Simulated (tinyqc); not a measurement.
Deformation potentials from a strained empirical pseudopotential: one step. Hydrostatic deformation potentials. Two cases, with inputs chosen for the exercise.

Problem. a = [E(+h) - E(-h)]/(3 ln((1 + h)/(1 - h))).

Case 1.

Values chosen (out of a larger set: a germanium-sized cell with gaps well above those of Ge; not measured data): h = 0.002 (size of the test strain).

Gaps (eV):
```
gap               e = -h      e = 0     e = +h
Gamma, s-like  1.7487413  1.6939323  1.6393117
Delta          1.3966343  1.4013682  1.4058319
L              1.2691942  1.2511398  1.2330179
```

Case 2.

Values chosen (out of a larger set: near those of Si; not measured data): h = 0.004 (size of the test strain).

Gaps (eV):
```
gap               e = -h      e = 0     e = +h
Gamma, s-like  4.2711940  4.1660878  4.0611060
Delta          1.0842121  1.1181461  1.1505700
L              2.0560009  2.0342077  2.0118173
```

Give: a of the gaps to Gamma, Delta, L.

Solution.

Case 1.

a of the gaps to Gamma, Delta, L (eV): -9.12  0.77  -3.01

Case 2.

a of the gaps to Gamma, Delta, L (eV): -8.75  2.76  -1.84

Compression opens the Gamma gap, opens the L gap and closes the Delta gap. Only differences are defined here: the absolute shifts depend on the mean potential, which this model leaves out.

Computed by tinyqc, one run a case: `OMP_NUM_THREADS=1 python tinyqc.py N N+1 out.jsonl` with N = 1850513, 1850671; one thread of a shared Intel(R) Xeon(R) Processor @ 2.30GHz, about 0.2 s a run at most.
